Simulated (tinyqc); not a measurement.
Pariser-Parr-Pople SCF with singles CI, for the molecule O=C1C=CC(=O)C=C1 (SMILES; centres numbered as the heavy atoms are written), step by step. One step of it, computed by the program tinyqc.

Question. Iteration 2: Fock matrix. F_rr = H_rr + P_rr gamma_rr / 2 + sum_(s != r) P_ss gamma_rs; F_rs = H_rs - P_rs gamma_rs / 2; E = tr P (H + F) / 2 + core repulsion sum_(r<s) z_r z_s gamma_rs.

P after iteration 1:
```
           1O         2C         3C         4C         5C         6O         7C         8C
1O   1.253357   0.796863   0.018854  -0.289017  -0.098029   0.351336  -0.289017   0.018854
2C   0.796863   0.826200   0.391520   0.086083  -0.061620  -0.098029   0.086083   0.391520
3C   0.018854   0.391520   0.960221   0.855142   0.086083  -0.289017  -0.144858  -0.039779
4C  -0.289017   0.086083   0.855142   0.960221   0.391520   0.018854  -0.039779  -0.144858
5C  -0.098029  -0.061620   0.086083   0.391520   0.826200   0.796863   0.391520   0.086083
6O   0.351336  -0.098029  -0.289017   0.018854   0.796863   1.253357   0.018854  -0.289017
7C  -0.289017   0.086083  -0.144858  -0.039779   0.391520   0.018854   0.960221   0.855142
8C   0.018854   0.391520  -0.039779  -0.144858   0.086083  -0.289017   0.855142   0.960221
```

core matrix H (eV):
```
            1O          2C          3C          4C          5C          6O          7C          8C
1O  -40.916449   -2.510000    0.000000    0.000000    0.000000    0.000000    0.000000    0.000000
2C   -2.510000  -39.104239   -2.390000    0.000000    0.000000    0.000000    0.000000   -2.390000
3C    0.000000   -2.390000  -37.746133   -2.390000    0.000000    0.000000    0.000000    0.000000
4C    0.000000    0.000000   -2.390000  -37.746133   -2.390000    0.000000    0.000000    0.000000
5C    0.000000    0.000000    0.000000   -2.390000  -39.104239   -2.510000   -2.390000    0.000000
6O    0.000000    0.000000    0.000000    0.000000   -2.510000  -40.916449    0.000000    0.000000
7C    0.000000    0.000000    0.000000    0.000000   -2.390000    0.000000  -37.746133   -2.390000
8C    0.000000   -2.390000    0.000000    0.000000    0.000000    0.000000   -2.390000  -37.746133
```

repulsion gamma_rs (eV):
```
           1O        2C        3C        4C        5C         6O        7C        8C
1O  15.890000  5.680952  4.045552  2.975974  2.699230   2.213216  2.975974  4.045552
2C   5.680952  9.490000  4.936504  3.652875  3.335298   2.699230  3.652875  4.936504
3C   4.045552  4.936504  9.490000  4.935866  3.652875   2.975974  3.335881  3.653481
4C   2.975974  3.652875  4.935866  9.490000  4.936504   4.045552  3.653481  3.335881
5C   2.699230  3.335298  3.652875  4.936504  9.490000   5.680952  4.936504  3.652875
6O   2.213216  2.699230  2.975974  4.045552  5.680952  15.890000  4.045552  2.975974
7C   2.975974  3.652875  3.335881  3.653481  4.936504   4.045552  9.490000  4.935866
8C   4.045552  4.936504  3.653481  3.335881  3.652875   2.975974  4.935866  9.490000
```

Centres (angstrom, eV; a flat drawing with bonds scaled to 1.40 angstrom):
```
centre          x          y  core charge z          W   gamma_rr
1O       2.800000   0.000000              1  16.280000  15.890000
2C       1.400000   0.000000              1  10.210000   9.490000
3C       0.700000   1.212000              1  10.210000   9.490000
4C      -0.700000   1.212000              1  10.210000   9.490000
5C      -1.400000   0.000000              1  10.210000   9.490000
6O      -2.800000   0.000000              1  16.280000  15.890000
7C      -0.700000  -1.212000              1  10.210000   9.490000
8C       0.700000  -1.212000              1  10.210000   9.490000
```

Give: F; pi energy.

Answer.

F (eV):
```
         1O       2C       3C       4C       5C       6O       7C       8C
1O  -7.7764  -4.7735  -0.0381   0.4301   0.1323  -0.3888   0.4301  -0.0381
2C  -4.7735  -5.4295  -3.3564  -0.1572   0.1028   0.1323  -0.1572  -3.3564
3C  -0.0381  -3.3564  -5.8420  -4.5004  -0.1572   0.4301   0.2416   0.0727
4C   0.4301  -0.1572  -4.5004  -5.8420  -3.3564  -0.0381   0.0727   0.2416
5C   0.1323   0.1028  -0.1572  -3.3564  -5.4295  -4.7735  -3.3564  -0.1572
6O  -0.3888   0.1323   0.4301  -0.0381  -4.7735  -7.7764  -0.0381   0.4301
7C   0.4301  -0.1572   0.2416   0.0727  -3.3564  -0.0381  -5.8420  -4.5004
8C  -0.0381  -3.3564   0.0727   0.2416  -0.1572   0.4301  -4.5004  -5.8420
```

pi energy = -106.1195 eV
